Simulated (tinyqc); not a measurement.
Signal and retention of a DRAM cell: effect of temperature.

A stored one starts at Vd and leaks: Cs dV/dt = -I(V), I = a sqrt((V + Vb)/(Vd + Vb)) + b, with a = Ig exp[-(Eg1 q/kB)(1/T - 1/T0)] (generation in a depletion layer) and b = Is exp[-(Es q/kB)(1/T - 1/T0)]. The bit line is precharged to Vd/2, and charge sharing gives the signal (V - Vd/2) Cs/(Cs + Cb).

The cell fails below Vc = Vd/2 + dm (Cs + Cb)/Cs. With s = sqrt((Vc + Vb)/(Vd + Vb)), the time from Vd to Vc is t = [2 Cs (Vd + Vb)/a] [1 - s - (b/a) ln((a + b)/(a s + b))]. This time is the median of a log-normal spread: failing cells = Nc erfc(z/sqrt 2)/2, z = ln(t/tr)/sg.

Inputs (values chosen for the exercise): array voltage Vd = 1.1 V; cell capacitance Cs = 9 fF; bit-line capacitance Cb = 39 fF; smallest signal that the sense amplifier resolves dm = 70 mV; built-in plus back-bias voltage of the storage junction Vb = 1.33 V; junction leakage at V = Vd and T0 Ig = 5.9 fA; voltage-independent leakage at the reference temperature0 Is = 0.14 fA; activation energy of Is Es = 0.43 eV; reference temperature T0 = 358 K; deviation of ln(retention time) over the cells sg = 0.91; cells Nc = 1.72e10; refresh interval tr = 32 ms; activation energy of Ig Eg1 = 0.58 eV.

Constants: q = 1.602176634e-19 C, kB = 1.380649e-23 J/K. Results are converted to the units shown.

Effect of temperature:
```
T (K),a (fA),b (fA),retention time (s),failing cells
298,0.1339,0.008459,11.36,0.9413
318,0.5544,0.02425,2.797,7717
338,1.940,0.06137,0.8091,3.317e6
358,5.900,0.1400,0.2681,1.677e8
368,9.834,0.2045,0.1613,6.490e8
378,15.95,0.2927,0.09968,1.822e9
398,39.04,0.5682,0.04089,6.773e9
```

What does the table show?

The retention time falls from 11.4 to 0.0409 s, halving every 15.6 K at the hot end. Its apparent activation energy goes from 0.572 to 0.578 eV, between Es = 0.43 and Eg1 = 0.58 eV, as the share of a in the leakage grows from 94.1 to 98.6 %.

Range of the model: Real arrays also hold a tail of unusually leaky cells and cells whose retention varies in time, which this model lacks.

Program tinyqc, `OMP_NUM_THREADS=1 python tinyqc.py 2130069 2130070 out.jsonl`; Intel Xeon 2.30GHz, shared host, one thread, about 0.01 s.
